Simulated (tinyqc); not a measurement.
# Changing the shear strain e_s

Model: valley-orbit splitting of a donor ground state, with strain. Computed by tinyqc, a small Python program. Command: `OMP_NUM_THREADS=1 python tinyqc.py 3005135 3005136 out.jsonl valleyorbit sweep`. One thread of a shared host (Intel(R) Xeon(R) Processor @ 2.30GHz), about 0.01 s of CPU time with the checks.

The basis is the 1s envelope in each valley; energies are counted from the unstrained conduction-band edge. The strain is e_s (a a^T - 1/3) for the unit stress axis a, so valley j along n_j moves by Xi_u e_s w_j with w_j = (n_j.a)^2 - 1/3: -1/3 for x and y, +2/3 for z.

Inputs (values chosen for the exercise, for a model many-valley semiconductor):
```
quantity                                    value   unit
single-valley binding energy E_0             34.6    meV
central-cell shift Lambda                    6.47    meV
coupling Delta_1                              3.6    meV
coupling Delta_2                             2.94    meV
shear deformation potential Xi_u             8.58     eV
temperature T                                  50      K
donor density N_D                         6.3e+17  cm^-3
density-of-states mass of one valley m_e    0.325    m_0
```

Valleys: six along <100>. Stress axis: [001].

Constants: k_B = 8.617333262e-05 eV/K; m_0 = 9.1093837015e-31 kg; k_B = 1.380649e-23 J/K; h = 6.62607015e-34 J s.

Method:
- H_jj = -(E_0 + Lambda) + Xi_u e_s w_j; H_jk = -Delta_2 between opposite valleys and -Delta_1 between perpendicular ones.
- Diagonalise H; the ground vector has positive components. The density at the nucleus, and so the contact hyperfine coupling, scales as (sum_j c_j)^2/(number of valleys), which is 1 without strain; the envelopes are held fixed.
- The binding energy is counted from the lowest valley edge, min_j Xi_u e_s w_j; the gap is from the ground state to the next level.
- z = sum over levels of exp(-(E - E_ground)/k_B T), the ground-state share being 1/z; N_c = 2 (2 pi m_e k_B T/h^2)^(3/2) sum_j exp(-(shift_j - lowest shift)/k_B T); n1 = N_c/(2 z) exp(-binding/k_B T), binding = lowest shift - E_ground; without compensation n = 2 N_D/(1 + sqrt(1 + 4 N_D/n1)) (Boltzmann statistics; p and higher states left out).

One run for each value; columns: (1) shear strain e_s; (2) hyperfine ratio A/A_0; (3) binding energy under strain (meV); (4) gap to the first excited state (meV); (5) free electrons n (cm^-3):
```
(1)         (2)    (3)    (4)        (5)
0.00002  1.0000  58.35  20.22  8.624e+14
0.00004  0.9999  58.30  20.17  8.625e+14
0.00008  0.9998  58.19  20.06  8.630e+14
0.00016  0.9991  57.97  19.84  8.651e+14
0.00032  0.9967  57.57  19.44  8.726e+14
0.00063  0.9885  56.88  18.75  8.976e+14
0.00130  0.9618  55.74  17.61  9.736e+14
0.00250  0.9090  54.46  16.33  1.104e+15
0.00500  0.8319  53.20  15.07  1.263e+15
```

Over the rows, hyperfine ratio A/A_0 falls from 1.000 to 0.832; binding energy under strain (meV) falls from 58.4 to 53.2 (exponent d ln y / d ln x -0.0014 between the first rows and -0.034 between the last); gap to the first excited state (meV) falls from 20.2 to 15.1 (exponent d ln y / d ln x -0.0040 between the first rows and -0.12 between the last). Strain moves the ground state into the lowered valleys, so fewer valleys add in phase at the nucleus and less valley-orbit energy is gained.

Caution (all rows): at this donor density neighbouring orbits begin to overlap and the depth shrinks, which a fixed level leaves out.

Extremes, crossings and ranges named in words are read from the listed rows.
